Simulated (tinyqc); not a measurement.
# Resistance of a source-drain extension with a graded tip, step by step

tinyqc, about 0.05 s, one thread, Intel Xeon 2.30GHz (shared host): `OMP_NUM_THREADS=1 python tinyqc.py 2282038 2282039 out.jsonl` Printed values are rounded.

y runs along the channel, the gate covers y > 0. The doping is N0 for y < y0 and N0 10^(-(y - y0)/la) beyond, uniform over the depth xj. Sheet conductance s(y) = q mu(N) max(N - Nch, 0) xj + (for y > 0) ma Cox Vo, with mu(N) = u0 + (u1 - u0)/(1 + (N/Nr)^au) and Cox = eps0 eox/tox. Current is taken as one-dimensional; depletion of the tip, spreading and the contact are left out. The metallurgical junction lies at yj, where N = Nch.

Parameters, values chosen for the exercise; mobility law close to that of electrons in silicon: relative permittivity of the gate insulator (close to zirconium oxide) eox = 24.6; insulator thickness tox = 3.3 nm; active doping of the extension far from the gate N0 = 7.2e19 cm^-3; lateral abruptness la = 3.8 nm/decade; position under the gate where the fall begins (gate edge at 0) y0 = 1.6 nm; depth of the extension xj = 11 nm; channel doping Nch = 8.4e17 cm^-3; gate overdrive Vo = 0.81 V; mobility of the gate-induced layer ma = 130 cm^2/(V s); mobility at low doping u1 = 1414 cm^2/(V s); mobility at high doping u0 = 68.5 cm^2/(V s); reference doping Nr = 9.2e16 cm^-3; exponent au = 0.711; gate length Lg = 50 nm.

Constants: q = 1.602176634e-19 C, eps0 = 8.8541878128e-14 F/cm where lengths are in cm. Results are converted to the units shown.

## Sheet resistances and junction position

yj = y0 + la log10(N0/Nch); sheet resistance of the full extension 1/[q mu(N0)(N0 - Nch) xj] and of the gate-induced layer 1/(ma Cox Vo); metallurgical length Lg - 2 yj; ye is where the doped and the gate-induced conductances are equal.

yj = 8.94560 nm
sheet resistance of the extension = 994.364 ohm/square
sheet resistance of the induced layer = 1438.80 ohm/square
metallurgical length = 32.1088 nm
ye = 2.27863 nm
N at ye = 4.77249e19 cm^-3

The gate takes over 6.67 nm before the junction, where N is still 56.8 times the channel doping.

## Resistance of the overlapped part

Midpoint rule on 10 equal steps from 0 to yj: R_ov = sum h/s(y), per width.

```
point    y (nm)   N (cm^-3)  doped conductance (uS)  sheet resistance (ohm/square)
0      0.447280      7.2e19                 1005.67                        587.997
1       1.34184      7.2e19                 1005.67                        587.997
2       2.23640  4.89619e19                 710.999                        711.227
3       3.13096  2.84740e19                 442.821                        878.856
4       4.02552  1.65591e19                 280.392                        1025.21
5       4.92008  9.63001e18                 179.779                        1143.12
6       5.81464  5.60036e18                 115.161                        1234.29
7       6.70920  3.25691e18                 71.2311                        1305.05
8       7.60376  1.89407e18                 38.7898                        1362.75
9       8.49832  1.10150e18                 12.2194                        1413.95
```

R_ov = 9.1696 ohm um

The exact integral is 9.1684 ohm um; the coarse sum is 0.013 % above it.
